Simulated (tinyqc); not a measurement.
# Off-state leakage of single and stacked transistors: what changes with what

n-channel devices of unit width. Subthreshold current I(Vg, Vs, Vd) = I0 (T/300 K)^0.5 exp[(Vg - Vs - VT(T) - gb (Vs - Vb) + dd (Vd - Vs))/(nf Vt)] (1 - exp(-(Vd - Vs)/Vt)), VT(T) = VT - cT (T - 300 K). Gate-edge tunnelling Ig (Vd/1 V) exp(ag (Vd - 1 V)), for a gate at 0 V, and band-to-band leakage Ab u exp(-Bb/u), u = Vd - Vb + 1 V, flow at a drain held at V; both are taken as independent of T. In a stack of off transistors (all gates at 0 V) the same subthreshold current passes through each.

Parameters, values chosen for the exercise; values of the order met in bulk silicon logic transistors:
```
symbol  value       unit                                             meaning
T         378          K                                         temperature
V         0.7          V                                      supply voltage
VT       0.36          V        threshold at 300 K, zero drain and body bias
cT        0.5       mV/K              fall of the threshold with temperature
I0       0.64      uA/um                       current at threshold at 300 K
nf       1.29                                                   slope factor
dd       0.08                                drain-induced lowering per volt
gb       0.13             rise of the threshold per volt of source-body bias
Ig       3e-6      uA/um                 gate-edge tunnelling current at 1 V
ag        4.6        1/V               exponential slope of the gate current
Ab         20  uA/(um V)      prefactor of band-to-band leakage at the drain
Bb         25          V                             its exponential voltage
Vb       -0.6          V                                        body voltage
```

Constants: q = 1.602176634e-19 C, kB = 1.380649e-23 J/K, Vt = kB T/q. Results are converted to the units shown.

Each table varies one quantity; the others keep the values above.

## Subthreshold current against the height of the stack

All n gates at 0 V, bottom source at 0 V, top drain at V; node voltages follow from equal currents.

Subthreshold current against the height of the stack:
columns A: n; B: I (nA/um); C: reduction factor; D: drain voltage of the bottom device (mV); E: source voltage of the top device (mV); F: voltage across the top device (V)
```
A         B       C       D       E        F
1   0.20479  1.0000  700.00       0  0.70000
2  0.047103  4.3476  51.036  51.036  0.64896
3  0.026593  7.7009  20.874  70.890  0.62911
4  0.018539  11.046  13.272  83.417  0.61658
5  0.014235  14.386  9.7503  92.592  0.60741
6  0.011555  17.723  7.7112  99.836  0.60016
```

The second transistor cuts the current by a factor of 4.35, the third by a further 1.77 and the sixth by 1.23. The top device keeps 85.7 % of the supply at n = 6, while the drain voltage of the bottom one falls to 0.237 Vt.

## Leakage components against the body voltage

Same model as above.

One transistor with Vg = Vs = 0, Vd = V; stack factor I(one)/I(two in series).

The same in every row: gate edge (nA/um) = 5.283e-4; stack factor = 4.348.

Result of one run:
```
Vb (V)  subthreshold (nA/um)  band-to-band (nA/um)  total (nA/um)  largest part
-1                   0.05941                 5.142          5.202  band-to-band
```

What becomes of these results when the body voltage Vb is changed from -1 to -1.2 V, all else the same?

Result of the changed run:
```
Vb (V)  subthreshold (nA/um)  band-to-band (nA/um)  total (nA/um)  largest part
-1.2                 0.03200                 10.46          10.49  band-to-band
```

The whole series:
```
Vb (V)  subthreshold (nA/um)  band-to-band (nA/um)  total (nA/um)  largest part
0.2                    2.433              0.001733          2.436  subthreshold
0                      1.311               0.01396          1.325  subthreshold
-0.2                  0.7059               0.07335         0.7798  subthreshold
-0.4                  0.3802                0.2838         0.6646  subthreshold
-0.6                  0.2048                0.8753          1.081  band-to-band
-0.8                  0.1103                 2.270          2.381  band-to-band
-1                   0.05941                 5.142          5.202  band-to-band
-1.2                 0.03200                 10.46          10.49  band-to-band
-1.4                 0.01724                 19.50          19.52  band-to-band
```

As Vb goes from 0.2 to -1.4, the total leakage goes from 2.44 through a minimum of 0.665 (at Vb = -0.4 among the rows listed) to 19.5 nA/um. The subthreshold part leads at Vb = 0.2, the band-to-band part from -0.6 on. The exact minimum lies at Vb = -0.353 V: reverse body bias lowers the subthreshold part by a decade every nf Vt ln 10/gb = 0.744 V but raises the band-to-band part. The reduction by a stack of two stays at 4.35, for the subthreshold part alone. For Vb = 0.2 the body is forward biased; the junction current, left out, is still small at this voltage.

Computed by the program tinyqc: `OMP_NUM_THREADS=1 python tinyqc.py 2242137 2242138 out.jsonl`, one thread of a shared Intel Xeon 2.30GHz, about 0.03 s for the whole run.
